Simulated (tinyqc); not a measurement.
Charge control and current of a heterostructure field-effect transistor: one step, computed by the program tinyqc.

Two subbands in a triangular well; E_F is counted from the conduction band edge of the channel at the interface.

Problem. Threshold and barrier capacitance. Threshold V_T = phi_B - dE_c - e N_d (d - spacer)/(eps eps_0) (in volts); C_b = eps eps_0/d.

Inputs (values chosen for the exercise, modelled on AlGaAs/GaAs):
```
quantity,value,unit
permittivity eps (barrier and channel),12.7,-
barrier thickness d,37,nm
Schottky barrier phi_B,0.97,eV
conduction band offset dE_c,0.26,eV
delta-doping density N_d,6.3e+12,1/cm^2
spacer between delta layer and channel,4.3,nm
```

Charge source: delta doping. Velocity law: smooth.

Constants: e = 1.602176634e-19 C; eps_0 = 8.8541878128e-12 F/m.

Give: threshold voltage V_T; barrier capacitance C_b.

Solution.

threshold voltage V_T = -2.225 V

barrier capacitance C_b = 0.3039 microfarad/cm^2

The device is normally on.
